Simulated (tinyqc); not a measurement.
From results back to parameters: optical gain and spontaneous emission in a bulk direct-gap semiconductor. Four cases, with inputs chosen for the exercise.

Problem. The gain spectrum crosses zero at E0 = Eg + Fc + Fv; n = p is hidden.

F_j(eta) = (1/Gamma(j + 1)) integral_0^infinity x^j dx/(1 + exp(x - eta)), which tends to exp(eta) for eta << 0.

Quasi-Fermi levels: n = Nc F_1/2(Fc/kT) and p = Nv F_1/2(Fv/kT), Fc counted up from the conduction edge and Fv down from the valence edge; Nc, Nv from N = 2 (m kB T/(4 pi c))^(3/2) with c = hbar^2/2m0, in 1/angstrom^3; times 1e24 for 1/cm^3, with me and (mhh^(3/2) + mlh^(3/2))^(2/3).

Constants: hbar^2/2m0 = 3.80998211 eV angstrom^2; kB = 8.617333262e-05 eV/K.

Find: Fc; Fv; n.

Method. Fc + Fv rises steadily with n, so one n gives E0 - Eg; solve by bisection on ln n.

Case 1.

Values chosen (near those of GaAs; the results hold for these values, not for the real material): Eg = 1.407 eV (direct gap); me = 0.0652 m0 (electron mass); mhh = 0.507 m0 (heavy-hole mass); mlh = 0.078 m0 (light-hole mass); T = 350 K.

E0 = 1.52198 eV

Solution.

Fc = 0.142 eV
Fv = -0.027 eV
n = 4.3e+18 1/cm^3

Case 2.

Values chosen (near those of InGaAs; the results hold for these values, not for the real material): Eg = 0.761 eV (direct gap); me = 0.0407 m0 (electron mass); mhh = 0.458 m0 (heavy-hole mass); mlh = 0.0544 m0 (light-hole mass); T = 300 K.

E0 = 0.88928 eV

Solution.

Fc = 0.157 eV
Fv = -0.029 eV
n = 2.4e+18 1/cm^3

Case 3.

Values chosen (near those of GaN; the results hold for these values, not for the real material): Eg = 3.527 eV (direct gap); me = 0.202 m0 (electron mass); mhh = 1.351 m0 (heavy-hole mass); mlh = 0.2852 m0 (light-hole mass); T = 300 K.

E0 = 3.60706 eV

Solution.

Fc = 0.104 eV
Fv = -0.024 eV
n = 1.5e+19 1/cm^3

Case 4.

Values chosen (near those of GaN; the results hold for these values, not for the real material): Eg = 3.377 eV (direct gap); me = 0.1997 m0 (electron mass); mhh = 1.369 m0 (heavy-hole mass); mlh = 0.3058 m0 (light-hole mass); T = 350 K.

E0 = 3.49672 eV

Solution.

Fc = 0.142 eV
Fv = -0.022 eV
n = 2.3e+19 1/cm^3

Computed by tinyqc, one run a case: `OMP_NUM_THREADS=1 python tinyqc.py N N+1 out.jsonl` with N = 1681538, 1681560, 1681568, 1681584; one thread of a shared Intel(R) Xeon(R) Processor @ 2.30GHz, about 0.09 s a run at most.
